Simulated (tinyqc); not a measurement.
Junction parameters from two forward currents.

Problem. D(v) = J1 (exp(v/Vt) - 1) + J2 (exp(v/(2 Vt)) - 1). Find J1, J2 and the voltage 2 Vt ln(J2/J1) near which both parts are equal.

Values chosen for this exercise:
```
symbol,value,unit,meaning
T,358,K,temperature
```

Constants: q = 1.602176634e-19 C, kB = 1.380649e-23 J/K, Vt = kB T/q. Results are converted to the units shown.

junction voltages (V): [0.26, 0.64]
currents (uA/um): [2.0192282e-6, 0.0055604699]

Answer. The current is linear in J1 and J2, so two points give two equations.

J1 = 4.500e-12 uA/um
J2 = 3.000e-8 uA/um
crossover = 0.5433 V

Computed by the program tinyqc: `OMP_NUM_THREADS=1 python tinyqc.py 2182232 2182233 out.jsonl`, one thread of a shared Intel Xeon 2.30GHz, about 0.2 s for the whole run.
